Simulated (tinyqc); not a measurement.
Inside a calculation (part 3 of 3). Method: ROHF in the sto-3g basis, for BeH, spin multiplicity 2. Computed by tinyqc, a small Python program that keeps every step (integrals from PySCF). Command: `OMP_NUM_THREADS=1 python tinyqc.py 21963 21964 out.jsonl` (the two numbers bound the seeds that draw the settings). One thread of a shared host (Intel(R) Xeon(R) Processor @ 2.60GHz), about 0.09 s of CPU time with the checks.

Geometry (angstrom):
```
atom         x         y         z
Be    0.000000  0.000000  0.000000
H     0.000000  0.000000  2.561000
```

## Iteration 24 (converged): orbitals

converged F (hartree):
```
            1Be 1s     1Be 2s   1Be 2px   1Be 2py    1Be 2pz      2H 1s
1Be 1s   -4.481389  -1.266092  0.000000  0.000000  -0.001102  -0.019960
1Be 2s   -1.266092  -0.600846  0.000000  0.000000   0.001677  -0.048123
1Be 2px   0.000000   0.000000  0.221328  0.000000   0.000000   0.000000
1Be 2py   0.000000   0.000000  0.000000  0.221328   0.000000   0.000000
1Be 2pz  -0.001102   0.001677  0.000000  0.000000   0.230722  -0.037843
2H 1s    -0.019960  -0.048123  0.000000  0.000000  -0.037843  -0.083877
```

X:
```
            1Be 1s     1Be 2s   1Be 2px   1Be 2py    1Be 2pz      2H 1s
1Be 1s    1.026770  -0.136536  0.000000  0.000000  -0.001421   0.009927
1Be 2s   -0.136536   1.031974  0.000000  0.000000   0.007654  -0.060294
1Be 2px   0.000000   0.000000  1.000000  0.000000   0.000000   0.000000
1Be 2py   0.000000   0.000000  0.000000  1.000000   0.000000   0.000000
1Be 2pz  -0.001421   0.007654  0.000000  0.000000   1.010841  -0.085954
2H 1s     0.009927  -0.060294  0.000000  0.000000  -0.085954   1.015982
```

Diagonalise F' = X^T F X, C = X C', fill 3 alpha and 2 beta electrons from the bottom; D(s) = C_occ C_occ^T. Each column has its largest component positive (the first on a tie).

F' = X^T F X (hartree):
```
           1          2         3         4          5          6
1  -4.381022  -0.651842  0.000000  0.000000  -0.003854   0.014742
2  -0.651842  -0.361205  0.000000  0.000000   0.007203  -0.023449
3   0.000000   0.000000  0.221328  0.000000   0.000000   0.000000
4   0.000000   0.000000  0.000000  0.221328   0.000000   0.000000
5  -0.003854   0.007203  0.000000  0.000000   0.241778  -0.052423
6   0.014742  -0.023449  0.000000  0.000000  -0.052423  -0.073863
```

orbital energies (hartree): MO1 -4.484109, MO2 -0.261601, MO3 -0.079133, MO4 0.221328, MO5 0.221328, MO6 0.250531

coefficients C:
```
               MO1        MO2        MO3        MO4       MO5        MO6
1Be 1s    0.992827  -0.290864   0.050762   0.000000  0.000000  -0.010728
1Be 2s    0.026433   1.023160  -0.195069   0.000000  0.000000   0.041229
1Be 2px   0.000000   0.000000   0.000000   0.951004  0.309180   0.000000
1Be 2py   0.000000   0.000000   0.000000  -0.309180  0.951004   0.000000
1Be 2pz   0.000549  -0.005054   0.079613   0.000000  0.000000   1.011378
2H 1s    -0.002161   0.075741   0.987453   0.000000  0.000000  -0.250074
```

D(alpha) after iteration 24:
```
            1Be 1s     1Be 2s   1Be 2px   1Be 2py    1Be 2pz      2H 1s
1Be 1s    1.072883  -0.281259  0.000000  0.000000   0.006057   0.025949
1Be 2s   -0.281259   1.085607  0.000000  0.000000  -0.020686  -0.115183
1Be 2px   0.000000   0.000000  0.000000  0.000000   0.000000   0.000000
1Be 2py   0.000000   0.000000  0.000000  0.000000   0.000000   0.000000
1Be 2pz   0.006057  -0.020686  0.000000  0.000000   0.006364   0.078230
2H 1s     0.025949  -0.115183  0.000000  0.000000   0.078230   0.980804
```

D(beta) after iteration 24:
```
            1Be 1s     1Be 2s   1Be 2px   1Be 2py    1Be 2pz      2H 1s
1Be 1s    1.070307  -0.271357  0.000000  0.000000   0.002015  -0.024176
1Be 2s   -0.271357   1.047555  0.000000  0.000000  -0.005156   0.077439
1Be 2px   0.000000   0.000000  0.000000  0.000000   0.000000   0.000000
1Be 2py   0.000000   0.000000  0.000000  0.000000   0.000000   0.000000
1Be 2pz   0.002015  -0.005156  0.000000  0.000000   0.000026  -0.000384
2H 1s    -0.024176   0.077439  0.000000  0.000000  -0.000384   0.005741
```

Within a degenerate level the vectors are fixed only up to a rotation; this is one choice.

## Convergence

Stop when the energy changes by less than 1e-09 hartree and every element of the error matrix X^T (F D S - S D F) X is below 9e-06.

Course of the cycle:
```
iteration   E (hartree)     change  largest element of the error matrix
1          -14.21652086          -                             4.05e-01
2          -14.38396486  -1.67e-01                             1.21e-01
3          -14.68846689  -3.05e-01                             1.76e-01
4          -14.70422289  -1.58e-02                             1.37e-01
5          -14.75240784  -4.82e-02                             7.58e-02
6          -14.77621603  -2.38e-02                             8.09e-02
7          -14.80188666  -2.57e-02                             7.46e-02
8          -14.69540472   1.06e-01                             1.58e-01
9          -14.70546055  -1.01e-02                             1.41e-01
10         -14.80449874  -9.90e-02                             7.15e-02
11         -14.78142360   2.31e-02                             1.07e-01
12         -14.79137645  -9.95e-03                             6.26e-02
13         -14.78877808   2.60e-03                             9.32e-02
14         -14.81414151  -2.54e-02                             2.36e-02
15         -14.81492176  -7.80e-04                             2.11e-02
16         -14.80919726   5.72e-03                             3.43e-02
17         -14.81703957  -7.84e-03                             4.54e-03
18         -14.81706407  -2.45e-05                             3.53e-03
19         -14.81711026  -4.62e-05                             7.38e-04
20         -14.81711256  -2.30e-06                             2.04e-04
21         -14.81711267  -1.16e-07                             9.08e-05
22         -14.81711266   1.67e-08                             1.19e-04
23         -14.81711270  -4.31e-08                             2.58e-06
24         -14.81711270  -2.47e-11                             6.85e-07
```

PySCF ROHF in the same basis = -14.81711270 hartree

Converged in 24 iterations.

## Populations, bond orders and dipole

overlap S:
```
           1Be 1s    1Be 2s   1Be 2px   1Be 2py   1Be 2pz     2H 1s
1Be 1s   1.000000  0.259517  0.000000  0.000000  0.000000  0.003772
1Be 2s   0.259517  1.000000  0.000000  0.000000  0.000000  0.113158
1Be 2px  0.000000  0.000000  1.000000  0.000000  0.000000  0.000000
1Be 2py  0.000000  0.000000  0.000000  1.000000  0.000000  0.000000
1Be 2pz  0.000000  0.000000  0.000000  0.000000  1.000000  0.167432
2H 1s    0.003772  0.113158  0.000000  0.000000  0.167432  1.000000
```

Mulliken: Z minus the diagonal of D S on the atom; Loewdin: the same with S^(1/2) D S^(1/2); Mayer order: 2 sum_s sum (D(s) S)_ij (D(s) S)_ji over the two atoms.

Charges (e):
```
atom   Mulliken    Loewdin  Mulliken spin
1Be   -0.004685  -0.008037       0.033382
2H     0.004685   0.008037       0.966618
```

Mayer bond orders:
```
pair     order
2-1   0.065628
```

dipole moment about the origin, x y z (debye): 0.000000  0.000000  0.162204
